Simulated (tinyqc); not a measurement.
Schottky emission and Poole-Frenkel conduction in an insulator, and how to tell them apart: effect of temperature.

Schottky emission (electrode-limited): J = As T^2 exp[-(pb - b sqrt(F))/Vt], b = sqrt(q/(4 pi eps0 ei)). Poole-Frenkel emission (bulk-limited): J = s0 F exp[-(pt - 2 b sqrt(F))/Vt]. F in V/cm.

Both formulas at the same field.

Values chosen for this exercise; dielectric values close to those of hafnium oxide: high-frequency relative permittivity ei = 4.36; trap depth pt = 1.12 eV; Poole-Frenkel prefactor s0 = 0.11 S/cm; electrode barrier pb = 1.44 eV; Richardson constant As = 48 A/(cm^2 K^2); field F = 2.1 MV/cm.

Constants: q = 1.602176634e-19 C, kB = 1.380649e-23 J/K, Vt = kB T/q, eps0 = 8.8541878128e-14 F/cm where lengths are in cm. Results are converted to the units shown.

Effect of temperature:
```
T (K)  J, Schottky (A/cm^2)  J, Poole-Frenkel (A/cm^2)      ratio
225               1.071e-20                   1.187e-8  9.024e-13
260               5.051e-17                   7.302e-7  6.918e-11
300               7.391e-14                   2.493e-5   2.964e-9
340               2.009e-11                   3.710e-4   5.415e-8
380                1.720e-9                   0.003127   5.500e-7
420                6.436e-8                    0.01756   3.666e-6
475                3.551e-6                     0.1172   3.031e-5
```

The Schottky current grows by 14.5 decades and the Poole-Frenkel current by 6.99, as their lowered barriers are 1.18 and 0.593 eV. A tunnelling current would hardly change over this range. For T = 225, 260, 300, 340, 380 a Fowler-Nordheim estimate for tunnelling through pb with a mass of 0.4 m0 exceeds the Schottky current, so tunnelling, left out here, would compete.

Numbers from tinyqc (`OMP_NUM_THREADS=1 python tinyqc.py 2370151 2370152 out.jsonl`; about 0.01 s on one thread of a shared Intel Xeon 2.30GHz).
